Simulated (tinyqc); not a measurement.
Resistance of a tapered via with liner, size effect and interface: one step of the calculation.

A round via whose diameter grows from db at the bottom as D(z) = db + 2 z/tan(ang). The fill, of diameter D - 2 tl, starts above the bottom liner (thickness fb tl) and has rho = rho0 (1 + ks lam/(D - 2 tl)); the sidewall liner conducts in parallel with it. The bottom liner and the interface are crossed over the full area pi db^2/4. Spreading in the lines above and below is left out.

Problem. Total resistance. R_fill = sum of the slices; R_bottom = rl fb tl/(pi db^2/4); R_interface = ri/(pi db^2/4); ballistic (Sharvin) limit 1/(Sb pi (db - 2 tl)^2/4); ideal cylinder rho0 hv/(pi db^2/4).

Parameters, values chosen for the exercise; fill metal close to copper:
```
symbol    value      unit                                               meaning
db           35        nm                                diameter at the bottom
hv           58        nm                                                height
rho0       1.66   uohm cm                          bulk resistivity of the fill
tl          2.8        nm                                 liner on the sidewall
fb          0.7                   liner at the bottom over that on the sidewall
rl          220   uohm cm                              resistivity of the liner
ri      1.2e-12  ohm cm^2                   interface resistivity at the bottom
Sb       1.1e15     S/m^2  ballistic conductance per area, about 3/(4 rho0 lam)
```

slice resistance, slice 0 to 5 (ohm): [0.41927305, 0.38739561, 0.35890301, 0.33334301, 0.31033520, 0.28955798]

Wanted: parts; R; shares; ballistic limit; ideal cylinder.

Solution.

parts (ohm): fill 2.099, bottom liner 4.482, interface 0.1247
R = 6.705 ohm
shares (%): fill 31.30, bottom liner 66.84, interface 1.86
ballistic limit = 1.339 ohm
ideal cylinder = 1.001 ohm

The bottom liner is the largest part, and R is 6.70 times the ideal cylinder. With 2000 slices R = 6.7060 ohm.

tinyqc, about 0.01 s, one thread, Intel Xeon 2.30GHz (shared host): `OMP_NUM_THREADS=1 python tinyqc.py 2750047 2750048 out.jsonl`
